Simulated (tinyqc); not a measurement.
Donor near an oxide interface in a gate field (two-state model): sweeps and comparisons. A value that a table varies takes the place of the one given here.

Interface at z = 0 (hard wall), donor at z = d, field F pulling electrons to the interface: potential e F z; 1 kV/cm = 1e-5 eV/angstrom, c = hbar^2/2m0, q = e^2/(4 pi eps0), Q = (eps - eo)/(eps + eo). Donor state: E_D = e F d - ED - q Q/(4 eps d), the last term joining the images of ion and electron. Interface state: z exp(-b z/2) exp(-rho^2/(2 L^2)) with E_z = c b^2/(4 mz) + 3 e F/b + q Q b/(8 eps), minimised over b; in the plane at z = 3/b the ion (distance D = d - 3/b) and its image (D' = d + 3/b) give E_rho = c/(mt L^2) - (q/eps)(sqrt(pi)/L)[erfcx(D/L) + Q erfcx(D'/L)], erfcx(x) = exp(x^2) erfc(x), minimised over L. E_I = E_z + E_rho.

The two states couple by t = t0 exp(-D/aD) with t0 = q/(eps aD) (2 aD/L) sqrt(aD b/2) v, v a valley factor; this form is an estimate. With detuning u = E_D - E_I the splitting is sqrt(u^2 + 4 t^2) and the lower state has weight (1 - u/sqrt(u^2 + 4 t^2))/2 on the donor.

Constants: hbar^2/2m0 = 3.80998211 eV angstrom^2; e^2/(4 pi eps0) = 14.39964547 eV angstrom.

Parameters, chosen for this exercise (near those of a donor in Si below SiO2, static dielectric constants; shifted at random, so the results belong to these values and not to a real crystal): d = 120 angstrom (depth of the donor); ED = 45.1 meV (bulk binding energy); mz = 0.912 m0 (mass across the interface); mt = 0.191 m0 (mass in the plane); eps = 11.5 (dielectric constant of the semiconductor); eo = 3.9 (dielectric constant of the oxide); aD = 14.1 angstrom (donor radius); v = 0.55 (valley factor); Fl = (56.577, 56.944, 57.091, 57.165, 57.238, 57.385, 57.752) kV/cm (fields); dl = (65, 90, 120, 155, 200, 250) angstrom (depths).

## Sweeping the field

Both levels, the splitting, the donor weight and the mean depth w d + (1 - w) 3/b.

Results:

| F (kV/cm) | E_D (meV) | E_I (meV) | splitting (meV) | donor weight | mean depth (angstrom) |
|---|---|---|---|---|---|
| 56.577 | 21.505 | 21.988 | 0.487 | 0.996 | 119.7 |
| 56.944 | 21.945 | 22.127 | 0.192 | 0.973 | 117.8 |
| 57.091 | 22.122 | 22.182 | 0.0864 | 0.850 | 107.5 |
| 57.165 | 22.211 | 22.210 | 0.0615 | 0.497 | 77.9 |
| 57.238 | 22.298 | 22.238 | 0.0862 | 0.150 | 48.7 |
| 57.385 | 22.475 | 22.293 | 0.192 | 0.026 | 38.4 |
| 57.752 | 22.915 | 22.431 | 0.488 | 0.004 | 36.4 |

What can be read from the table?

E_D rises by 1.20 and E_I by 0.38 meV per kV/cm, so they cross once, near 57.2 kV/cm, where the splitting is 2t = 0.0615 meV. The donor weight passes from 0.85 to 0.15 while the detuning goes from -2t to 2t, a window of 0.15 kV/cm or 0.26 % of the field; across the table the charge moves by 83 angstrom.

## Depth of the donor

Critical field, and the coupling, E_rho and L at that field.

Results:

| d (angstrom) | critical field (kV/cm) | e F d/ED | t (meV) | E_rho (meV) | L (angstrom) |
|---|---|---|---|---|---|
| 65 | 127.0 | 1.830 | 1.4 | -20.71 | 58 |
| 90 | 82.2 | 1.639 | 0.25 | -15.58 | 73 |
| 120 | 57.2 | 1.521 | 0.031 | -12.06 | 90 |
| 155 | 41.9 | 1.440 | 0.0028 | -9.57 | 108 |
| 200 | 31.0 | 1.375 | 0.00013 | -7.58 | 129 |
| 250 | 24.0 | 1.329 | 4.2e-06 | -6.18 | 152 |

What can be read from the table?

The critical field falls from 127 to 24 kV/cm, with exponent -1.24 in d, while t drops by a factor 3.4e+05, about e for each 15 angstrom at the end (aD = 14.1). One lattice plane (1.36 angstrom) of misplacement changes t by 9 % and the critical field by about 1.4 % at 120 angstrom.

## What each parameter does

Critical field (E_D = E_I), and t and L there. Each row changes one parameter from the base and keeps the others.

Results:

| case | critical field (kV/cm) | t (meV) | L (angstrom) |
|---|---|---|---|
| base | 57.2 | 0.0308 | 90.0 |
| d = 110 angstrom | 63.7 | 0.0613 | 84.6 |
| ED = 51.1 meV | 64.4 | 0.0279 | 90.7 |
| aD = 15.5 angstrom | 57.2 | 0.0552 | 90.0 |
| mz = 0.775 m0 | 58.5 | 0.0332 | 89.4 |
| mt = 0.22 m0 | 56.7 | 0.0327 | 85.1 |
| eo = 5.8 | 55.6 | 0.0283 | 92.2 |
| eps = 12.2 | 57.9 | 0.0280 | 91.9 |

How do the results move?

The largest shifts from the base row, up to three for each result and ties (the steps differ in size, so this ranks the rows, not the parameters). critical field (kV/cm): ED +7.2, d +6.5, eo -1.6; unchanged at the printed digits by aD. t (meV): d +0.0306, aD +0.0244, ED -0.00283. L (angstrom): d -5.4, mt -4.8, eo +2.2; unchanged at the printed digits by aD.

Program tinyqc; command `OMP_NUM_THREADS=1 python tinyqc.py 1251028 1251029 out.jsonl`; about 0.07 s on one thread of a shared Intel(R) Xeon(R) Processor @ 2.30GHz.
